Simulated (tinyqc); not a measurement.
Changing the speed of oxidation: dopant redistribution at a moving silicon-oxide interface during parabolic oxidation. Computed by tinyqc, a small Python program. Command: `OMP_NUM_THREADS=1 python tinyqc.py 3001970 3001971 out.jsonl segox sweep`. One thread of a shared host (Intel(R) Xeon(R) Processor @ 2.30GHz), about 0.01 s of CPU time with the checks.

Uniformly doped silicon is oxidised with x_ox = sqrt(B t); the interface advances into the silicon by alpha x_ox, alpha = 0.44. The dopant does not move in the oxide, and at the interface C(silicon) = m C(oxide).

Inputs (values chosen for the exercise, modelled on boron in silicon under steam):

| quantity | value | unit |
|---|---|---|
| dopant prefactor D0 | 1.14 | cm^2/s |
| dopant activation energy E | 3.52 | eV |
| oxidation activation energy E_B | 0.777 | eV |
| segregation coefficient m = C(silicon)/C(oxide) | 0.25 | - |
| bulk doping C_B | 9.8e+16 | 1/cm^3 |
| temperature T | 975 | C |
| time t | 0.39 | h |

Constants: k_B = 8.617333262e-05 eV/K.

Method:
- D = D0 exp(-E/(k_B T)), converted with 1 cm^2/s = 3.6e11 um^2/h; B = B0 exp(-E_B/(k_B T)); s = alpha sqrt(B/(4 D)), the interface advance over 2 sqrt(D t).
- Temperatures in kelvin are T(C) + 273.15.
- With the dopant diffusivity D and s = alpha x_ox/(2 sqrt(D t)), in the silicon C = C_B + (C_s - C_B) erfc(y/(2 sqrt(D t)))/erfc(s), y from the original surface. Dopant balance at the interface gives C_s/C_B = 1/[1 + (1/(m alpha) - 1) g], g = sqrt(pi) s exp(s^2) erfc(s).
- Consumed silicon held alpha x_ox C_B; the oxide holds x_ox times the dopant concentration in the oxide; the difference is the excess in the silicon; 1 um = 1e-4 cm.

One run for each value:

| oxidation prefactor B0 (um^2/h) | ratio C_s/C_B | s | excess in the silicon (1/cm^2) |
|---|---|---|---|
| 12 | 0.2036 | 0.41 | -2.142e+11 |
| 28 | 0.1667 | 0.63 | -1.983e+11 |
| 65 | 0.1423 | 0.96 | -1.719e+11 |
| 150 | 0.1272 | 1.45 | -1.391e+11 |
| 360 | 0.1183 | 2.25 | -1.036e+11 |
| 2000 | 0.1117 | 5.30 | -4.974e+10 |
| 4600 | 0.1107 | 8.04 | -3.344e+10 |
| 11000 | 0.1103 | 12.43 | -2.182e+10 |

Give the missing row, oxidation prefactor B0 (um^2/h) = 840.

Computed row:
```
oxidation prefactor B0 (um^2/h)  ratio C_s/C_B     s  excess in the silicon (1/cm^2)
840                                     0.1138  3.43                      -7.355e+10
```

Interpolating between the two neighbouring rows (the first column on a logarithmic scale, the others too where they are positive) misses most in excess in the silicon (1/cm^2), by 4.7 %. Over the rows, ratio C_s/C_B falls from 0.204 to 0.110 (exponent d ln y / d ln x -0.24 between the first rows and -0.0045 between the last); s rises from 0.410 to 12.4 (exponent d ln y / d ln x about 0.50 throughout); excess in the silicon (1/cm^2) rises from -2.14e11 to -2.18e10 (exponent d ln y / d ln x -0.091 between the first rows and -0.49 between the last). The exponent of s stays at 0.50: s scales as sqrt(B/D). The last row stands at 100 % of the limit m alpha = 0.110.

Caution (rows 12.0, 28.0, 65.0, 150, 360, 840): in this case the oxide is not much thicker than a typical Deal-Grove length A, so real growth is slower than parabolic. Caution (all rows): parabolic growth needs an oxide much thicker than the Deal-Grove length A, which fails for thin films and low temperatures; oxidation-enhanced or retarded diffusion is ignored.
